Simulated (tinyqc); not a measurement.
Quantum-confined Stark effect in a modulator well: sweeps and comparisons. A value that a table varies takes the place of the one given here.

Envelopes on cells of 0.5 angstrom over the well |z| < L/2 and 45 angstrom of barrier on each side, psi = 0 beyond, psi'/m continuous (mean mass between points), c = hbar^2/2m0. The electron sees + e F z and the hole - e F z, each with its offset in the barriers; 1 kV/cm = 1e-5 eV/angstrom. Light holes, band mixing and escape by tunnelling are left out.

Exciton: in-plane function exp(-rho/lam), 1/mu = 1/me + 1/mp, E(lam) = c/(mu lam^2) - (q/eps) times the integral over k of Fm(k)(1 + (k lam/2)^2)^(-3/2), Fm(k) the double integral of psi_e^2 psi_h^2 exp(-k |z - z'|), q = e^2/(4 pi eps0); binding Eb = -E at the minimum. Line at Eg + E_e + E_h - Eb, strength proportional to overlap^2/lam^2.

Constants: hbar^2/2m0 = 3.80998211 eV angstrom^2; e^2/(4 pi eps0) = 14.39964547 eV angstrom; hc = 1239.841984 eV nm.

Parameters, chosen for this exercise (near those of a Ge well in SiGe, direct gap; shifted at random, so the results belong to these values and not to a real crystal): L = 142 angstrom (well width); Vc = 0.351 eV (conduction offset); Vv = 0.105 eV (heavy-hole offset); me = 0.042 m0 (electron, well); meb = 0.0551 m0 (electron, barrier); mh = 0.215 m0 (heavy hole along z, well); mhb = 0.23 m0 (heavy hole, barrier); Eg = 0.848 eV (gap of the well); mp = 0.067 m0 (heavy hole in the plane); eps = 15.3 (dielectric constant); Fs = (0, 12, 23, 35, 48, 61, 77) kV/cm (fields); Ls = (56, 74, 92, 112, 136, 164) angstrom (widths); F_L = 51 kV/cm (field for this table); F = 51 kV/cm (field).

## Raising the field

All quantities anew; shifts from zero field.

Results:
```
F (kV/cm)  dE_e (meV)  dE_h (meV)  Eb (meV)  line shift (meV)  overlap^2  relative strength
0                0.00        0.00      3.76              0.00      0.998              1.000
12              -0.18       -0.74      3.72             -0.87      0.941              0.923
23              -0.67       -2.57      3.61             -3.09      0.820              0.768
35              -1.54       -5.56      3.47             -6.82      0.670              0.588
48              -2.88       -9.64      3.33            -12.08      0.523              0.428
61              -4.60      -14.36      3.20            -18.40      0.402              0.308
77              -7.22      -20.82      3.07            -27.34      0.288              0.205
```

What can be read from the table?

The line shift grows with exponent 1.95 in F at low field and 1.70 at the end, as the carriers come up against opposite walls and the dipole begins to saturate. The hole gives 80 % of the level shift in the second row and 74 % in the last. The largest shift is 7.3 times the zero-field binding, yet 81 % of the binding survives, since the walls stop the field from pulling the pair apart. Half the strength is gone between 35 and 48 kV/cm.

## Width of the well

Zero-field line, its shift at F_L and the relative strength.

Results:
```
L (angstrom)  line at F = 0 (nm)  Eb (meV)  shift (meV)  relative strength  shift x strength (meV)
56                        1277.0      4.41        -1.37              0.966                    1.33
74                        1328.7      4.26        -2.48              0.921                    2.28
92                        1362.6      4.12        -4.27              0.831                    3.55
112                       1387.8      3.96        -7.20              0.674                    4.86
136                       1407.8      3.80       -12.04              0.450                    5.42
164                       1422.9      3.63       -19.32              0.229                    4.43
```

What does this show?

The shift grows with exponent 2.12 in L over the first two rows and 2.53 over the last two, against 4 for hard walls at second order; leakage lowers it in narrow wells and saturation in wide ones. The strength falls from 0.97 to 0.23, and the product of the two is largest at 136 angstrom.

## What each parameter does

Zero-field line, shift at F, overlap^2 and Eb at F. Each row changes one parameter from the base and keeps the others.

Results:
```
case              line (nm)  shift (meV)  overlap^2  Eb (meV)
base                 1411.6       -13.46      0.492      3.30
L = 132 angstrom     1405.0       -11.13      0.577      3.45
F = 41 kV/cm         1411.6        -9.10      0.599      3.41
Vc = 0.281 eV        1413.6       -13.77      0.482      3.27
Vv = 0.131 eV        1411.3       -12.85      0.514      3.33
me = 0.0483 m0       1415.7       -13.52      0.477      3.48
mh = 0.183 m0        1410.5       -13.12      0.518      3.31
eps = 13.8           1412.7       -13.34      0.492      3.91
```

What does this show?

The largest shifts from the base row, up to three for each result and ties (the steps differ in size, so this ranks the rows, not the parameters). line (nm): L -6.6, me +4.1, Vc +2.0; unchanged at the printed digits by F. shift (meV): F +4.35, L +2.32, Vv +0.60. overlap^2: F +0.107, L +0.085, mh +0.025; unchanged at the printed digits by eps. Eb (meV): eps +0.61, me +0.18, L +0.15.

Computed by tinyqc, a small Python program: `OMP_NUM_THREADS=1 python tinyqc.py 1281421 1281422 out.jsonl` (the numbers bound the seed that draws the inputs); one thread of a shared host (Intel(R) Xeon(R) Processor @ 2.30GHz), about 0.2 s for the whole set of steps.
